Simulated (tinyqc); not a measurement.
# Inverter chain driving a load

N inverters, each f = Hc^(1/N) times larger than the one before: delay tau N (f + pp). Switched capacitance in units of the first input, with output capacitance pp times the input: Hc + (1 + pp)(Hc - 1)/(f - 1).

Inputs (values chosen for the exercise):
```
symbol,value,unit,meaning
Hc,1300,,load over the input capacitance of the chain
pp,1.5,,parasitic delay of an inverter
tau,3,ps,delay unit
```

Result of one run:

| N | f | delay (ps) | switched capacitance |
|---|---|---|---|
| 5 | 4.196 | 85.43 | 2316 |

What becomes of these results when the number of stages N is changed from 5 to 2, all else the same?

Result of the changed run:

| N | f | delay (ps) | switched capacitance |
|---|---|---|---|
| 2 | 36.06 | 225.3 | 1393 |

The whole series:

| N | f | delay (ps) | switched capacitance |
|---|---|---|---|
| 2 | 36.06 | 225.3 | 1393 |
| 3 | 10.91 | 111.7 | 1628 |
| 4 | 6.005 | 90.06 | 1949 |
| 5 | 4.196 | 85.43 | 2316 |
| 6 | 3.304 | 86.47 | 2710 |
| 7 | 2.785 | 89.99 | 3119 |
| 8 | 2.450 | 94.81 | 3539 |
| 9 | 2.218 | 100.4 | 3966 |

The delay goes from 225 through a minimum of 85.4 (at N = 5 among the rows listed) to 100 ps. The best stage effort solves pp + rho (1 - ln rho) = 0, rho = 3.97, which gives N = ln Hc/ln rho = 5.20. One stage fewer than the best costs 5.4 % in delay and saves 16 % of the switched capacitance.

Numbers from tinyqc (`OMP_NUM_THREADS=1 python tinyqc.py 2082084 2082085 out.jsonl`; about 0.01 s on one thread of a shared Intel Xeon 2.30GHz).
